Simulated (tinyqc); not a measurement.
Random telegraph noise from one oxide trap in a small MOSFET: two steps of the calculation.

An acceptor-like trap exchanges electrons with the channel. Inversion charge Q = Cox u, u = n Vt W0(exp((Vg - VT)/(n Vt))), W0 the Lambert function, n = nf, Cox = eps0 eox/tox; linear regime Id = (W/L) mu Q Vd. Relative to threshold the surface potential rises by Vt ln(u/u0) and the oxide voltage by the rest of Vg - VT, with u0 = n Vt W0(1).

Values chosen for this exercise; values of the order met in silicon transistors:
- T = 300 K (temperature)
- eox = 21.8 (relative permittivity of the gate insulator (close to hafnium oxide))
- tox = 4.8 nm (insulator thickness)
- xt = 1.5 nm (depth of the trap from the channel interface)
- E0 = 0.16 eV (trap level above the channel Fermi level at threshold)
- s0 = 2e-15 cm^2 (capture prefactor)
- EB = 0.37 eV (capture barrier (lattice relaxation))
- lt = 0.12 nm (tunnelling decay length)
- vth = 1.6e7 cm/s (thermal velocity)
- zi = 2.5 nm (thickness of the inversion layer)
- VT = 0.52 V (threshold voltage)
- nf = 1.19 (body factor)
- W = 200 nm (gate width)
- L = 24 nm (gate length)
- mu = 190 cm^2/(V s) (mobility)
- asc = 1.5e-16 V s (scattering coefficient of the charged trap)
- Vd = 0.05 V (drain voltage)
- Vg = 0.83 V (gate voltage)

Constants: q = 1.602176634e-19 C, kB = 1.380649e-23 J/K, Vt = kB T/q, eps0 = 8.8541878128e-14 F/cm where lengths are in cm. Results are converted to the units shown.

Problem 1. Trap level, time constants and occupancy. N = Cox u/q; dpsi = Vt ln(u/u0); E = E0 - dpsi - (xt/tox)(Vg - VT - dpsi); capture time tc = 1/[(N/zi) vth s0 exp(-xt/lt - EB/Vt)]; emission time te = tc exp(-E/Vt); occupancy te/(tc + te).

Wanted: u; N; dpsi; E; tc; te; occupancy.

Solution 1.

u = 0.24604 V
N = 6.1753e12 cm^-2
dpsi = 0.068412 V
E = 0.016092 eV
tc = 0.55788 s
te = 0.29937 s
occupancy = 0.34922

The trap lies 0.62 Vt above the Fermi level, so it is empty most of the time.

Problem 2. Step height. A = W L; threshold step dV = q (1 - xt/tox)/(Cox A); gm/Id = 1/(u + n Vt); relative step dI/I = (gm/Id) dV + asc mu/A. Id as defined.

u = 0.24603750 V
N = 6.1752551e12 cm^-2

Find: electrons in the channel N A; dV; gm/Id; number part of dI/I; dI/I; Id; dI.

Solution 2.

electrons in the channel N A = 296.4
dV = 0.5707 mV
gm/Id = 3.613 1/V
number part of dI/I = 0.2062 %
dI/I = 0.2655 %
Id = 78.33 uA
dI = 208.0 nA

Range of the model: VT is taken as given; short-channel effects and the uneven flow of current among few electrons are left out.

Program tinyqc, `OMP_NUM_THREADS=1 python tinyqc.py 2710070 2710071 out.jsonl`; Intel Xeon 2.30GHz, shared host, one thread, about 0.01 s.
